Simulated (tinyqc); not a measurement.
From results back to parameters: static screening by free carriers. Three cases, with inputs chosen for the exercise.

Problem. At zero temperature the gas shows Friedel oscillations of period pi/kF and a Thomas-Fermi length 1/qTF; n and m are hidden.

kF = (3 pi^2 n/Mv)^(1/3), EF = c kF^2/m with c = hbar^2/2m0, n in 1/angstrom^3 (1e-24 per 1/cm^3), e2 = e^2/(4 pi eps0). Thomas-Fermi: qTF^2 = 6 pi e2 n/(eps EF). Debye: qD^2 = 4 pi e2 n/(eps kB T).

Constants: hbar^2/2m0 = 3.80998211 eV angstrom^2; e^2/(4 pi eps0) = 14.39964547 eV angstrom.

Case 1.

Values chosen (out of a larger set: near those of Ge; not measured data): Mv = 4 (valleys); eps = 15.8 (background dielectric constant).

period = 58.4283 angstrom
1/qTF = 11.7540 angstrom

Case 2.

Values chosen (out of a larger set: a free-electron density near that of Al; not measured data): Mv = 1 (valleys); eps = 1 (background dielectric constant).

period = 1.81206 angstrom
1/qTF = 0.489617 angstrom

Case 3.

Values chosen (out of a larger set: near those of Si; not measured data): Mv = 6 (valleys); eps = 11.7 (background dielectric constant).

period = 90.4177 angstrom
1/qTF = 8.54302 angstrom

Find: kF; n; m.

Solution. kF = pi/period and n = Mv kF^3/(3 pi^2); qTF^2 = 2 e2 Mv m kF/(pi eps c) then gives m.

Case 1.

kF = 0.05377 1/angstrom
n = 2.10e+19 1/cm^3
m = 0.221 m0

Case 2.

kF = 1.734 1/angstrom
n = 1.76e+23 1/cm^3
m = 1.000 m0

Case 3.

kF = 0.03475 1/angstrom
n = 8.50e+18 1/cm^3
m = 0.320 m0

Computed by tinyqc, one run a case: `OMP_NUM_THREADS=1 python tinyqc.py N N+1 out.jsonl` with N = 1680793, 1680834, 1680887; one thread of a shared Intel(R) Xeon(R) Processor @ 2.30GHz, about 0.01 s a run at most.
